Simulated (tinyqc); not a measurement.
Peierls distortion of a half-filled chain: sweeps and comparisons. A value that a table varies takes the place of the one given here.

Atoms move by +/- u, so bonds change by -/+ 2u and hoppings are t +/- 2 al u. Bands E = -/+ sqrt((2 t cos x)^2 + D^2 sin^2 x) with D = 4 al u, x = k a in (0, pi/2); the gap is 2D. Energy per atom at zero temperature: E(u) = -mean_x sqrt(...) + 2 K u^2; exactly, the mean is (4t/pi) E(1 - z^2), z = D/2t, E the complete elliptic integral of the second kind with parameter m. Coupling lambda = 2 al^2/(pi t K).

Constants: kB = 8.617333262e-05 eV/K.

Values chosen for the exercise: t = 1.93 eV (hopping of the even chain); al = 4.3 eV/angstrom (change of hopping with bond length); K = 19.3 eV/angstrom^2 (spring constant of a bond).

## Energy against distortion

Exact means; both parts are counted from u = 0.

Energies per atom:
```
u (angstrom),gap (eV),electrons (meV),springs (meV),total (meV)
0.0076,0.261,-6.02,2.23,-3.79
0.0189,0.650,-29.35,13.79,-15.56
0.0378,1.300,-93.77,55.15,-38.62
0.0567,1.950,-180.69,124.09,-56.59
0.0756,2.601,-284.13,220.61,-63.51
0.0946,3.254,-401.01,345.44,-55.58
0.1135,3.904,-527.57,497.25,-30.31
0.1324,4.555,-662.52,676.65,14.13
0.1664,5.724,-922.23,1068.79,146.56
```

How do the results move?

The ratio of electronic gain to elastic cost is 2.70 in the first row and 0.86 in the last: the gain goes as u^2 ln(1/u), so it wins at small u for any K. The total is lowest at u = 0.0756 angstrom and turns positive between 0.1135 and 0.1324.

## A coarse mesh hides or distorts the instability

u0 from the gap equation K = 4 al^2 mean(sin^2 x/|E|) on the mesh x_j = (j + 1/2) pi/(2N); 0 where it has no root.

Results:
```
N,u0 (angstrom),gap (eV),smallest |E| at u = 0 (eV)
1,0.0000,0.000,2.729
2,0.0618,2.127,1.477
3,0.0736,2.532,0.999
4,0.0752,2.588,0.753
6,0.0756,2.602,0.504
8,0.0756,2.602,0.378
12,0.0756,2.602,0.252
20,0.0756,2.602,0.152
40,0.0756,2.602,0.076
4000,0.0756,2.602,0.001
```

What can be read from the table?

For N = 1 no distortion is found: the mesh leaves its own gap at u = 0, which cuts off the logarithm. u0 is within 1 % of the last row from N = 4 on; the mesh must resolve D = 1.301 eV, and the coherence length xi/a = 2t/D is 3.0.

## Closing of the gap with temperature

The gap equation gains the factor tanh(|E|/2kT); 4000 points; Tp is where its root reaches zero.

Results:
```
T/Tp,T (K),u (angstrom),u/u0
0.20,1579,0.0756,1.000
0.40,3157,0.0747,0.988
0.60,4736,0.0693,0.916
0.70,5525,0.0636,0.841
0.80,6315,0.0548,0.724
0.90,7104,0.0407,0.538
0.95,7499,0.0295,0.390
0.99,7814,0.0134,0.177
```

Tp = 7893 K

What does this show?

D(0)/(kB Tp) = 1.913, against 1.764 at weak coupling. u/u0 is 0.916 at 0.6 Tp and 0.538 at 0.9 Tp, and near Tp it goes as sqrt(1 - T/Tp): 2.20 between the last two rows against sqrt(5) = 2.24. In a single chain fluctuations forbid this transition; coupling between chains sets the real one, far lower.

## What moves the distortion

Exact means. Each row changes one parameter from the base and keeps the others.

Results:
```
case,lambda,u0 (angstrom),gap (eV),E(u0) - E(0) (meV)
base,0.3160,0.0756,2.602,-63.51
t = 2.026 eV,0.3010,0.0725,2.493,-56.13
al = 4.515 eV/angstrom,0.3484,0.0859,3.102,-88.09
K = 20.27 eV/angstrom^2,0.3009,0.0690,2.373,-53.38
```

What can be read from the table?

The largest shifts from the base row, up to three for each result and ties (the steps differ in size, so this ranks the rows, not the parameters). lambda: al +0.0324, K -0.0151, t -0.0150. u0 (angstrom): al +0.0102, K -0.0067, t -0.0032. gap (eV): al +0.500, K -0.230, t -0.109. E(u0) - E(0) (meV): al -24.58, K +10.13, t +7.38.

Computed by tinyqc, a small Python program: `OMP_NUM_THREADS=1 python tinyqc.py 1682528 1682529 out.jsonl` (the numbers bound the seed that draws the inputs); one thread of a shared host (Intel(R) Xeon(R) Processor @ 2.30GHz), about 0.07 s for the whole set of steps.
